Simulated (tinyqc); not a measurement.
Square lattice in a magnetic field (Harper-Hofstadter model): sweeps and comparisons. A value that a table varies takes the place of the one given here.

Landau gauge, lattice period 1: the magnetic cell has q sites j = 0 to q - 1 along x. H_jj = -2 ty cos(ky + 2 pi p j/q), H_(j,j+1) = -tx, and the bond from q - 1 back to 0 is H_(q-1,0) = -tx exp(i q kx). The levels depend on k only through cos(q kx) and cos(q ky), so the band edges lie at (0, 0) and (pi/q, pi/q).

Values chosen for the exercise (a lateral superlattice; the results hold for these values, not for the real material): tx = 0.5 meV (hopping along x); ty = 0.5 meV (hopping along y); Q = 5 (denominator); p = 3 (flux per plaquette p/q, in units of h/e); q = 7.

## Towards Landau levels

Flux 1/Q. Near the bottom of the band the mass gives hbar wc = 4 pi sqrt(tx ty)/Q and E_0 = -2 (tx + ty) + hbar wc/2. For each Q, p = 1 and q = Q.

Lowest band (meV):
```
Q,centre,width,E_0,spacing to band 2,hbar wc
3,-1.1830,0.366,-0.9528,1.1830,2.0944
4,-1.3604,0.108,-1.2146,1.0898,1.5708
5,-1.4671,0.0322,-1.3717,0.9045,1.2566
6,-1.5430,0.00960,-1.4764,0.7913,1.0472
8,-1.6449,0.000855,-1.6073,0.6387,0.7854
12,-1.7550,6.95e-06,-1.7382,0.4576,0.5236
20,-1.8490,4.98e-10,-1.8429,0.2901,0.3142
```

The width falls from 0.366 to 5e-10 meV, by a factor 3.30 for each unit of Q at the end, so the band turns into a flat level. Its centre lies -0.230 meV from E_0 at Q = 3 and -0.006 meV at Q = 20; the spacing reaches 92 % of hbar wc, the shortfall coming from the non-parabolic band.

## Slices of the butterfly

Flux P/Q for each P (p = P, q = Q): the lowest edge, the first gap, the widest gap with its r (the lower one of a mirror pair) and t_r from r = Q s + P t, |t| <= Q/2, and the total width of the bands.

Spectra (meV):
```
flux,lowest edge,first gap,t of first gap,widest gap,its r,its t,total width
1/5,-1.4832,0.7768,1,0.7768,1,1,0.8926
2/5,-1.3090,0.0786,-2,0.7696,2,1,0.9217
```

The widest gap carries t = 1 in every row, and its r equals P: it is the gap above the lowest Landau level, which holds P of the Q bands. The first gap is widest at 1/5 (t = 1) and narrowest at 2/5 (t = -2). The total width lies between 0.893 and 0.922 meV; its limit for large Q is 4 |tx - ty| = 0.0 meV.

## What each parameter does

Bottom and width of band 1, the first gap and the total width of all bands. Each row changes one parameter from the base and keeps the others.

Results:
```
case,bottom (meV),width (meV),first gap (meV),total width (meV)
base,-1.3055,0.0392,0.1428,0.6508
tx = 0.6 meV,-1.4473,0.0484,0.1489,0.7936
ty = 0.375 meV,-1.1640,0.0442,0.1100,0.7162
p = 4,-1.3055,0.0392,0.1428,0.6508
q = 8,-1.3066,0.0406,0.0453,0.6011
```

The largest shifts from the base row, up to three for each result and ties (the steps differ in size, so this ranks the rows, not the parameters). bottom (meV): tx -0.1418, ty +0.1415, q -0.0011; unchanged at the printed digits by p. width (meV): tx +0.0092, ty +0.0050, q +0.0014; unchanged at the printed digits by p. first gap (meV): q -0.0975, ty -0.0328, tx +0.0061; unchanged at the printed digits by p. total width (meV): tx +0.1429, ty +0.0654, q -0.0497; unchanged at the printed digits by p. Flux p/q and 1 - p/q have the same spectrum: reversing the field leaves it alone, and one whole quantum is a gauge change.

(tinyqc, `OMP_NUM_THREADS=1 python tinyqc.py 1251272 1251273 out.jsonl`, Intel(R) Xeon(R) Processor @ 2.30GHz, 1 thread, shared host, about 0.03 s.)
